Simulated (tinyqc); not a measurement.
Programming of a floating-gate cell by Fowler-Nordheim tunnelling: one step of the calculation.

Per tunnel area the floating gate has Ctun = 3.9 eps0/tox to the channel (0 V) and Ccg to the control gate, Ct = Ctun/(1 - ag), no other coupling. With the threshold shift U = -Q/Ccg the field is F = ag (Vg - U)/tox, and dU/dt = J/Ccg. Fowler-Nordheim: J = A F^2 exp(-B/F), A = q^2/(16 pi^2 hbar mo phi) (times 1e14 for A/cm^2 with F in V/nm, emitter mass m0), B = (4/3) sqrt(mo/C) phi^1.5, C = hbar^2/(2 m0).

Task. Constants of the cell. A, B, Ccg = ag Ct, the starting field and current, K = A B ag/(Ccg tox), and the knee time t0 = exp(B/F(0))/K.

Inputs (values chosen for the exercise); oxide values close to those of silicon dioxide:
```
symbol,value,unit,meaning
phi,3.17,eV,tunnel barrier
mo,0.42,m0,tunnelling mass
tox,7.3,nm,tunnel oxide thickness
ag,0.68,,coupling ratio Ccg/Ct
ar,1700,nm^2,tunnel area
Vt0,-1.3,V,threshold shift at the start
Vg,13.1,V,control-gate voltage
```

Constants: q = 1.602176634e-19 C, hbar = 1.054571817e-34 J s, m0 = 9.1093837015e-31 kg, eps0 = 8.8541878128e-14 F/cm where lengths are in cm, hbar^2/(2 m0) = 0.0380998212 eV nm^2. Results are converted to the units shown.

Find: A; B; Ccg; F(0); J(0); K; t0; electrons for 1 V of shift.

Result.

A = 1.158e8 A cm^-2 (V/nm)^-2
B = 24.99 V/nm
Ccg = 1.005 uF/cm^2
F(0) = 1.341 V/nm
J(0) = 1.695 A/cm^2
K = 2.681e14 1/s
t0 = 0.4585 us
electrons for 1 V of shift = 106.7

Range of the model: Programming fields of 10 MV/cm and more wear the oxide; trapping and the channel potential are ignored.

tinyqc, about 0.02 s, one thread, Intel Xeon 2.30GHz (shared host): `OMP_NUM_THREADS=1 python tinyqc.py 2130161 2130162 out.jsonl`
